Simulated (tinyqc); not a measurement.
## Charge centroid from charge and shift

Problem. A sheet of N electrons in the storage layer of a charge-trap cell shifts the threshold by U = (q/eps0) N (tb/eb + xc tn/en). Find xc and the distance xc tn from the blocking layer.

Values chosen for this exercise:
- tn = 8.9 nm (storage layer)
- en = 7.5 (its relative permittivity)
- tb = 7 nm (blocking layer)
- eb = 3.9 (its relative permittivity)

Constants: q = 1.602176634e-19 C, eps0 = 8.8541878128e-14 F/cm where lengths are in cm. Results are converted to the units shown.

N = 6.4e12 cm^-2
U = 2.5183845 V

Answer. U eps0/(q N) is the electrical distance from the gate; subtract that of the blocking layer.

xc = 0.3200
distance = 2.848 nm

Program tinyqc, `OMP_NUM_THREADS=1 python tinyqc.py 2130117 2130118 out.jsonl`; Intel Xeon 2.30GHz, shared host, one thread, about 0.02 s.
